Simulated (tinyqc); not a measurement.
Inside a calculation. Model: bottom-up copper filling of a trench by curvature-enhanced accelerator coverage. Computed by tinyqc, a small Python program that keeps every step. Command: `OMP_NUM_THREADS=1 python tinyqc.py 3015789 3015790 out.jsonl superfill walk`. One thread of a shared host (Intel(R) Xeon(R) Processor @ 2.30GHz), about 0.08 s of CPU time with the checks. Intermediate numbers are printed to about 5 digits and carried at full precision; extremes and crossings named in words are read from the listed rows.

A rectangular trench keeps vertical walls and a flat floor. An accelerator floats on the surface; where area is lost in the corners it is passed on to the floor.

Inputs (values chosen for the exercise, close to those used for damascene copper plating):
```
quantity                                           value     unit
trench width w                                        88       nm
aspect ratio h/w                                     1.5        -
exchange current of the suppressed surface i_0     0.037  mA/cm^2
exchange current of the accelerated surface i_1     0.61  mA/cm^2
transfer coefficient alpha                          0.43        -
overpotential eta                                   0.13        V
starting coverage theta_0                         0.0089        -
adsorption rate k_a                              6.3e-05      1/s
cupric ion concentration C                          0.73    mol/l
diffusivity D                                    3.7e-06   cm^2/s
boundary layer delta                                  79       um
temperature T                                        298        K
```

Constants: e = 1.602176634e-19 C; N_A = 6.02214076e+23 1/mol; k_B = 8.617333262e-05 eV/K.

## Velocities

Kinetic current i_k = [i_0 (1 - theta) + i_1 theta] exp(alpha eta/(k_B T)), limit i_L = 2 F D C/delta, i = 1/(1/i_k + 1/i_L); velocity v = i Omega/(2F), Omega = 7.11 cm^3/mol, F = e N_A. Depletion inside the trench is ignored.

limiting current i_L = 65.976 mA/cm^2

velocity at theta = 0 = 0.11962 nm/s

velocity at theta_0 = 0.13602 nm/s

velocity at theta = 1 = 1.8325 nm/s

ratio v(1)/v(theta_0) = 13.473

Without acceleration the walls meet when the floor has risen by w/2, so a seam-free fill needs a mean floor-to-wall speed ratio of at least 2 h/w = 3.

## First rates

At the start theta_b = theta_s = theta_0 and x = w/2: d theta_b/dt = k_a (1 - theta_0) + 2 theta_0 v/x (theta_b on the floor, theta_s on the walls, x the half width). At this initial relative rate the doubling time without adsorption would be x ln2/(2 v).

rate from adsorption = 6.2439e-05 1/s

rate from area loss = 5.5026e-05 1/s

doubling time = 112.11 s

## Filling

Half width x, floor height y, depth h = aspect ratio x w. dx/dt = -v_s, dy/dt = v_b. d theta_b/dt = k_a (1 - theta_b) + [theta_s v_b + theta_b v_s]/x: the floor takes the accelerator of the wall it covers and keeps its own as it narrows. d theta_s/dt = k_a (1 - theta_s). theta_b is capped at 1. Integrate (tolerance 1e-9) until the walls meet (x = 0.02 w/2) or the floor passes the original mouth y = h. Start: x = w/2, y = 0, theta_b = theta_s = theta_0. Height filled = y/h, opening left = x/(w/2).

Course of the fill (nine evenly spaced times):
```
t (s)   x (nm)  y (nm)  theta_b   theta_s  v_b/v_s
0.00    44.000   0.000  0.00890  0.008900    1.000
35.42   39.111   4.965  0.01363  0.011109    1.033
70.83   34.078  10.284  0.01991  0.013313    1.084
106.25  28.901  16.088  0.02874  0.015512    1.164
141.66  23.582  22.601  0.04222  0.017706    1.296
177.08  18.119  30.258  0.06534  0.019895    1.533
212.49  12.515  40.075  0.11362  0.022080    2.042
247.91   6.768  55.377  0.26537  0.024259    3.647
283.33   0.880  98.551        1  0.026434   10.891
```

time at the end = 283.33 s

share of the height filled from the floor = 0.74660

opening left, as a share of w = 0.02

The walls meet when the floor has filled 75 % of the height: a seam forms above. Caution: real profiles develop slanted corners, and accelerator is consumed; both are left out.

## The window in starting coverage

The formulas are those given above.

Outcome:
```
theta_0  v(1)/v(theta_0)  height filled  opening left  time (s)
0.001             15.087         0.6041      0.020000    309.57
0.003             14.642         0.6446      0.020000    302.53
0.010             13.275         0.7631      0.020000    279.99
0.020             11.714         0.8831      0.020000    252.63
0.050              8.667         1.0000      0.034068    191.55
0.100              6.056         1.0000      0.035231    137.11
0.200              3.796         0.8664      0.020000     88.59
0.400              2.194         0.6251      0.020000     51.52
0.800              1.214         0.3925      0.020000     28.56
```

The fill succeeds for theta_0 from 0.05 to 0.1 among these rows, with the widest margin at 0.1. Too little accelerator takes too long to concentrate. Too much speeds the walls as well and removes the contrast.

Checks made by the program: wall coverage against its closed form (relative difference below 1e-10).
